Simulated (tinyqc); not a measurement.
Which rule serves at which density: Fermi-Dirac statistics of conduction electrons.

F_j(eta) = (1/Gamma(j + 1)) integral_0^infinity x^j dx/(1 + exp(x - eta)), which tends to exp(eta) for eta << 0.

With u = n/Nc: Boltzmann eta = ln u; Joyce-Dixon eta = ln u + u/sqrt(8) - 4.95009e-3 u^2 + 1.48386e-4 u^3 - 4.42563e-6 u^4; Nilsson eta = ln u/(1 - u^2) + v/(1 + (0.24 + 1.08 v)^-2) with v = (3 sqrt(pi) u/4)^(2/3); fully degenerate limit eta = v; exact: F_1/2(eta) = u.

Values chosen for the exercise: u_scale = 0.93 (factor on the ladder of u).

u runs over u_scale times 0.01, 0.03, 0.1, 0.3, 1, 2, 4, 8, 15, 30. Errors are rule minus exact, in kT.

eta and errors:
```
u        eta exact  Boltzmann  Joyce-Dixon  Nilsson  degenerate
0.00930     -4.674     -0.003        0.000    0.001       4.728
0.0279      -3.569     -0.010        0.000    0.000       3.680
0.0930      -2.342     -0.033        0.000   -0.003       2.590
0.279       -1.178     -0.098        0.000   -0.005       1.694
0.930        0.252     -0.325        0.000    0.003       0.900
1.86         1.262     -0.641        0.000    0.005       0.567
3.72         2.567     -1.254        0.000   -0.001       0.335
7.44         4.413     -2.406       -0.002   -0.006       0.195
13.9         6.884     -4.249       -0.045   -0.005       0.122
27.9        11.047     -7.718       -1.166   -0.003       0.075
```

Within 0.05 kT: Boltzmann up to u = 0.093, Joyce-Dixon up to u = 14 of those listed. Nilsson never errs by more than 0.006 kT. The degenerate limit is still off by +0.075 kT at the last row, since it leaves out the thermal term -pi^2/(12 eta) = -0.074. Boltzmann always falls short, because it lets more than one electron into a state.

(tinyqc, `OMP_NUM_THREADS=1 python tinyqc.py 1681512 1681513 out.jsonl`, Intel(R) Xeon(R) Processor @ 2.30GHz, 1 thread, shared host, about 0.01 s.)
